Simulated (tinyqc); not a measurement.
Inside a calculation. Model: Schottky barrier on an n-type semiconductor, non-linear Poisson equation by Newton steps.

Program tinyqc, `OMP_NUM_THREADS=1 python tinyqc.py 2020016 2020017 out.jsonl`; Intel Xeon 2.30GHz, shared host, one thread, about 0.04 s. Printed values are rounded.

One dimension, metal at x = 0, donor density C(x) = Nd, uniform. Energies are counted from the electron Fermi level of the semiconductor and the conduction-band edge is Ec = -psi, so n = Nc exp(psi/Vt); holes follow the Fermi level of the metal, at -V, so p = Nv exp((V - psi - Eg)/Vt). Ends: psi(0) = V - phiB and psi = Vt ln(Nd/Nc) deep inside. Boltzmann statistics, full ionisation, no current, no image force in the Poisson equation.

Inputs (values chosen for the exercise); band and dielectric values those of a made-up semiconductor: temperature T = 400 K; band gap Eg = 1.78 eV; relative permittivity eps_r = 10.5; conduction-band density of states at T Nc = 9.61e17 cm^-3; valence-band density of states at T Nv = 2.23e19 cm^-3; donor density deep in the semiconductor Nd = 7.7e15 cm^-3; barrier height phiB = 0.97 eV; bias of the metal against the semiconductor V = 0 V.

Constants: q = 1.602176634e-19 C, kB = 1.380649e-23 J/K, Vt = kB T/q, eps0 = 8.8541878128e-14 F/cm where lengths are in cm. Results are converted to the units shown.

## End potentials, built-in voltage, Debye length

psi_0 = V - phiB, psi_b = Vt ln(Nd/Nc), Vbi = phiB - Vt ln(Nc/Nd), LD = sqrt(eps0 eps_r Vt/(q Nd)), W = sqrt(2 eps0 eps_r (Vbi - V)/(q Nd)), hole density at the metal p_0 = Nv exp((phiB - Eg)/Vt).

psi_0 = -0.97 V
psi_b = -0.1663750 V
Vbi = 0.8036250 V
LD = 50.96651 nm
W for uniform Nd = 348.0248 nm
p_0 = 1.389166e9 cm^-3

The hole density at the metal is 1.8e-7 times Nd, so holes hardly matter.

## Doping on the mesh

x, node 0 to 14 (nm): 0  20  43.3  70.5  102  139  182  233  291  359  439  532  640  766  914

C = Nd, uniform, taken at the nodes.

donor density C, node 0 to 14 (cm^-3): 7.7e15  7.7e15  7.7e15  7.7e15  7.7e15  7.7e15  7.7e15  7.7e15  7.7e15  7.7e15  7.7e15  7.7e15  7.7e15  7.7e15  7.7e15

## Couplings between neighbouring nodes

a_i = eps0 eps_r/h_i for the interval from node i to i + 1, with h_i = x_(i+1) - x_i in cm.

coupling a_i, interval 0 to 13 (F/cm^2): 4.648449e-7  3.990085e-7  3.417977e-7  2.951396e-7  2.512675e-7  2.162069e-7  1.822921e-7  1.602913e-7  1.367191e-7  1.162112e-7  9.996664e-8  8.608238e-8  7.378490e-8  6.281687e-8

## Starting potential

The parabola psi_b - (psi_b - psi_0)(1 - x/W)^2 for x < W and psi_b beyond, with psi_0 = V - phiB, psi_b = Vt ln(Nd/Nc), W = sqrt(2 eps0 eps_r (psi_b - psi_0)/(q Nd)).

psi at the start, node 0 to 14 (V): -0.9700000  -0.8802898  -0.7824714  -0.6773935  -0.5679723  -0.4562619  -0.3492604  -0.2541591  -0.1879505  -0.1663750  -0.1663750  -0.1663750  -0.1663750  -0.1663750  -0.1663750

## Iteration 1: densities, residual and Jacobian diagonal

n_i = Nc exp(psi_i/Vt), p_i = Nv exp((V - psi_i - Eg)/Vt), rho_i = p_i - n_i + C_i, g_i = (n_i + p_i)/Vt. Box widths w_i = (h_(i-1) + h_i)/2 in cm. Residual F_i = a_i (psi_(i+1) - psi_i) - a_(i-1) (psi_i - psi_(i-1)) + q rho_i w_i; Jacobian: a_(i-1) and a_i beside the diagonal, b_i = -a_(i-1) - a_i - q g_i w_i on it. The two end nodes are fixed.

```
node    n (cm^-3)   p (cm^-3)
0      5.771136e5  1.389166e9
1      7.790396e6  1.029096e8
2      1.330510e8  6.025558e6
3      2.805051e9  2.858082e5
4     6.707908e10    11951.66
5     1.714257e12    467.6699
6     3.821524e13    20.97871
7     6.031975e14    1.329094
8     4.117671e15   0.1946990
9          7.7e15   0.1041177
10         7.7e15   0.1041177
11         7.7e15   0.1041177
12         7.7e15   0.1041177
13         7.7e15   0.1041177
14         7.7e15   0.1041177
```

```
node  residual F (C/cm^2)  diagonal b (F/cm^2)
1            3.299418e-17         -8.638533e-7
2           -5.138814e-17         -7.408062e-7
3           -1.318909e-15         -6.369373e-7
4           -3.680933e-14         -5.464082e-7
5           -1.098617e-12         -4.675063e-7
6           -2.877695e-11         -3.993339e-7
7           -5.267037e-10         -3.578638e-7
8            -4.046992e-9         -4.175889e-7
9            -2.949779e-9         -5.177803e-7
10                      0         -5.257660e-7
11                      0         -5.457439e-7
12                      0         -5.786166e-7
13                      0         -6.269322e-7
```

## Iteration 1: Newton step

Solve the tridiagonal system a_(i-1) d_(i-1) + b_i d_i + a_i d_(i+1) = -F_i for nodes 1 to 13, with d = 0 on fixed nodes. Each component d is damped to sign(d) Vt ln(1 + |d|/Vt) before it is added.

Newton step d, before damping, node 1 to 13 (V): -0.00151712  -0.00328457  -0.00534786  -0.00773732  -0.01054388  -0.01380203  -0.01757169  -0.02024793  -0.01164234  -0.00266854  -0.00050074  -0.00007563  -0.00000890
psi after iteration 1, node 0 to 14 (V): -0.9700000  -0.8817745  -0.7856087  -0.6823650  -0.5749526  -0.4654613  -0.3608685  -0.2683592  -0.2038791  -0.1764054  -0.1689453  -0.1668721  -0.1664505  -0.1663839  -0.1663750

## Iteration 2: densities, residual and Jacobian diagonal

As before.

```
node    n (cm^-3)   p (cm^-3)
0      5.771136e5  1.389166e9
1      7.461968e6  1.074390e8
2      1.214756e8  6.599731e6
3      2.428303e9  3.301508e5
4     5.478214e10    14634.45
5     1.312710e12    610.7262
6     2.728851e13    29.37889
7     3.995274e14    2.006637
8     2.593941e15   0.3090688
9     5.755894e15   0.1392844
10    7.146717e15   0.1121783
11    7.589743e15   0.1056302
12    7.683142e15   0.1043462
13    7.698012e15   0.1041446
14         7.7e15   0.1041177
```

```
node  residual F (C/cm^2)  diagonal b (F/cm^2)
1            3.071645e-11         -8.638533e-7
2            3.253723e-11         -7.408062e-7
3            3.400348e-11         -6.369373e-7
4            3.527846e-11         -5.464080e-7
5            3.594039e-11         -4.674988e-7
6            2.777024e-11         -3.990952e-7
7           -1.534504e-10         -3.527044e-7
8            -1.425523e-9         -3.729692e-7
9           -5.842632e-10         -4.509106e-7
10           1.070770e-10         -5.035206e-7
11           6.580235e-12         -5.405934e-7
12           2.275953e-13         -5.776998e-7
13           4.829527e-15         -6.268056e-7
```

## Iteration 2: Newton step

As before.

Newton step d, before damping, node 1 to 13 (in units of 1e-3 V): -0.299639  -0.725700  -1.318270  -2.119731  -3.201538  -4.625366  -6.481559  -8.044452  -3.919511  -0.716418  -0.123212  -0.018239  -0.002139
psi after iteration 2, node 0 to 14 (V): -0.9700000  -0.8820729  -0.7863269  -0.6836587  -0.5770097  -0.4685228  -0.3652088  -0.2742984  -0.2111093  -0.1801177  -0.1696544  -0.1669951  -0.1664688  -0.1663860  -0.1663750

## Course of the Newton iteration

Stop when the largest undamped |d| is below 1e-9 V, or after 80 iterations.

Course of the iteration:
```
iteration  largest |F| (C/cm^2)  largest |d| (V)  at node
1                       4.05e-9           0.0202        8
2                       1.43e-9          8.04e-3        8
3                      2.42e-10          1.26e-3        8
4                      7.10e-12          3.15e-5        8
5                      5.00e-15          1.94e-8        8
6                      2.05e-21         7.28e-15        8
```

Converged in 6 iterations. Once the step is below 0.1 Vt, 3 more iteration(s) reach the threshold: near the solution the error is roughly squared each time.

## Converged densities, field and barrier lowering

converged psi, node 0 to 14 (V): -0.9700000  -0.8821066  -0.7864048  -0.6837978  -0.5772380  -0.4688886  -0.3657895  -0.2752191  -0.2123794  -0.1805878  -0.1697300  -0.1670085  -0.1664708  -0.1663863  -0.1663750

n and p as above; E_i = -(psi_(i+1) - psi_i)/h_i; at the metal |E_0| = |E on interval 0| + q rho_0 (h_0/2)/(eps0 eps_r), rho_0 = p_0 - n_0 + C_0; image-force lowering dphi = sqrt(q |E_0|/(4 pi eps0 eps_r)).

```
node    n (cm^-3)   p (cm^-3)
0      5.771136e5  1.389166e9
1      7.390415e6  1.084792e8
2      1.187024e8  6.753918e6
3      2.329436e9  3.441633e5
4     5.126775e10    15637.63
5     1.188466e12    674.5725
6     2.365802e13    33.88730
7     3.274280e14    2.448497
8     2.027031e15   0.3955077
9     5.098201e15   0.1572528
10    6.985847e15   0.1147615
11    7.559781e15   0.1060489
12    7.678634e15   0.1044074
13    7.697482e15   0.1041518
14         7.7e15   0.1041177
```

field E, interval 0 to 13 (kV/cm): -43.94668  -41.07377  -37.72316  -33.82849  -29.28362  -23.97654  -17.75891  -10.83442  -4.67524  -1.35722  -0.29264  -0.04979  -0.00671  -0.00076
|E_0| at the metal = 45.27365 kV/cm
image-force lowering = 24.91747 mV

A mesh of about 1000 nodes or more gives |E_0| = 45.18 kV/cm; the 15-node value is 0.21 % above it.

## Check against the first integral

First integral for uniform doping: E_0^2 = (2 q/(eps0 eps_r)) [Nd (U - Vt + Vt exp(-U/Vt)) + Vt p_0], U = Vbi - V, Vbi = phiB - Vt ln(Nc/Nd), p_0 = Nv exp((phiB - Eg)/Vt) (deep holes neglected). Image-force lowering dphi = sqrt(q E_0/(4 pi eps0 eps_r)), at x_m = sqrt(q/(16 pi eps0 eps_r E_0)). Depletion approximation: E = sqrt(2 q Nd U/(eps0 eps_r)).

E_0 = 45.18077 kV/cm
dphi = 24.89190 mV
x_m = 2.754701 nm
field in the depletion approximation = 46.18206 kV/cm

The depletion approximation is 2.2 % above the exact field. The lowering is 0.72 Vt, a factor of 2.06 in a thermionic current.
